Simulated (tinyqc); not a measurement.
## Admittance spectroscopy of a deep trap: admittance against frequency

Schottky contact on an n-type layer with shallow donors Nd (all ionised) and a donor-like deep trap, neutral when filled and positive when empty; depletion approximation. Traps within lam of the depletion edge stay filled. The traps at xt = W - lam, where the level crosses the Fermi level, follow a slow signal and not a fast one. w = 2 pi f.

Emission rate en = sn vth(T) Nc(T) exp(-Et/kB T) = sn g T^2 exp(-Et/kB T), g = vth Nc/(300 K)^2, as vth goes as T^0.5 and Nc as T^1.5 (degeneracy factor 1). lam = sqrt(2 eps0 eps_r (EF - ET)/(q Nd)), EF - ET = Et - (kB T/q) ln(Nc(T)/Nd), Nc(T) = Nc (T/300 K)^1.5. In the steady state at the band bending V, 2 eps0 eps_r V/q = Nd W^2 + Nt (W - lam)^2 (the second term only if W > lam). V = Vbi + Vr. C_HF = eps0 eps_r/W, C_LF = eps0 eps_r (Nd + Nt)/(Nd W + Nt xt). Inflection frequency w0 = 2 en [1 + Nt xt/(Nd W)]; C = C_HF + (C_LF - C_HF)/(1 + (w/w0)^2), G/w = (C_LF - C_HF)(w/w0)/(1 + (w/w0)^2).

Parameters, values chosen for the exercise; material values those of a made-up semiconductor:
- eps_r = 11.2 (relative permittivity)
- Nc = 4.87e17 cm^-3 (conduction-band density of states at 300 K)
- vth = 4.2e7 cm/s (thermal velocity at 300 K)
- Nd = 2.4e16 cm^-3 (shallow donor density)
- Vbi = 0.76 V (built-in voltage)
- Et = 0.39 eV (depth of the trap below the conduction edge)
- sn = 2.4e-14 cm^2 (capture cross-section)
- Nt = 8.9e15 cm^-3 (trap density)
- Vr = 0 V (reverse bias)
- T = 325 K (temperature)

Constants: q = 1.602176634e-19 C, kB = 1.380649e-23 J/K, eps0 = 8.8541878128e-14 F/cm where lengths are in cm. Results are converted to the units shown.

Admittance against frequency:
```
f (Hz)  C (nF/cm^2)  G/w (nF/cm^2)
6400          62.07         0.3726
15000         62.01         0.8686
35000         61.71          1.970
82000         60.31          4.001
1.9e5         56.54          5.417
4.5e5         52.82          3.824
1e6           51.60          1.947
2.4e6         51.31         0.8344
5.7e6         51.25         0.3531
```

What does the table show?

C falls from 62.1 to 51.3 nF/cm^2, between C_LF = 62.1 and C_HF = 51.2, and G/w goes from 0.373 through a maximum of 5.42 (at f = 1.9e5 Hz among the rows listed) to 0.353 nF/cm^2. The exact peak is half of the step, 5.42 nF/cm^2, at 1.86e5 Hz.

tinyqc, about 0.01 s, one thread, Intel Xeon 2.30GHz (shared host): `OMP_NUM_THREADS=1 python tinyqc.py 2050156 2050157 out.jsonl`
